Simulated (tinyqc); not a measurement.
# Worked calculation: Joule-heated wire on a substrate, fin equation

Program tinyqc, `OMP_NUM_THREADS=1 python tinyqc.py 2520003 2520004 out.jsonl`; Intel Xeon 2.30GHz, shared host, one thread, about 0.01 s. Printed values are rounded.

A wire of length L loses heat along itself to two contacts and sideways to the substrate: kap A theta'' - g theta + p = 0 with theta = T - T0 and p = p0. The ends are held at T0. Constant conductivity, diffusive heat flow.

Inputs (values chosen for the exercise):
```
symbol,value,unit,meaning
T0,300,K,temperature of substrate and contacts
kap,15,W/(m K),conductivity along the wire
A,57,nm^2,cross-section
g,0.44,W/(m K),conductance per length to the substrate
L,110,nm,length between the contacts
Rc,0,K/uW,thermal resistance of each contact
p0,0.058,uW/nm,heating per length
```

## Healing length

LH = sqrt(kap A/g); far from the contacts uniform heating p0 would give theta = p0/g.

LH = 44.08154 nm
L/LH = 2.495376
p0/g = 131.8182 K

## The tridiagonal system

Nodes x_i = i h, h = L/12; box widths w_i = h (h/2 at the ends); c = kap A/h; equation of node i: -c theta_(i-1) + d_i theta_i - c theta_(i+1) = b_i with d_i = 2 c + g w_i, b_i = p(x_i) w_i; theta = 0 at the end nodes.

c = 0.09327273 uW/K

```
node   d (uW/K)     b (uW)
1     0.1905788  0.5316667
2     0.1905788  0.5316667
3     0.1905788  0.5316667
4     0.1905788  0.5316667
5     0.1905788  0.5316667
6     0.1905788  0.5316667
7     0.1905788  0.5316667
8     0.1905788  0.5316667
9     0.1905788  0.5316667
10    0.1905788  0.5316667
11    0.1905788  0.5316667
```

## Temperature rise

Solve -c theta_(i-1) + d_i theta_i - c theta_(i+1) = b_i for nodes 1 to 11, with theta = 0 at nodes 0 and 12.

theta, node 0 to 12 (K): 0.00000  20.49257  36.17116  47.71374  55.61945  60.23015  61.74521  60.23015  55.61945  47.71374  36.17116  20.49257  0.00000

The hottest node is 6, at 61.75 K above T0; a mesh of 800 steps gives a peak of 61.88 K, so the coarse value is 0.21 % below it. On the fine mesh 32.1 % of the heat leaves through the substrate and the rest through the contacts.

## Closed form at the middle

theta(L/2) = (p0/g)[1 - 1/(cosh(L/(2 LH)) + Rc g LH sinh(L/(2 LH)))], LH = sqrt(kap A/g).

theta(L/2) = 61.87791 K
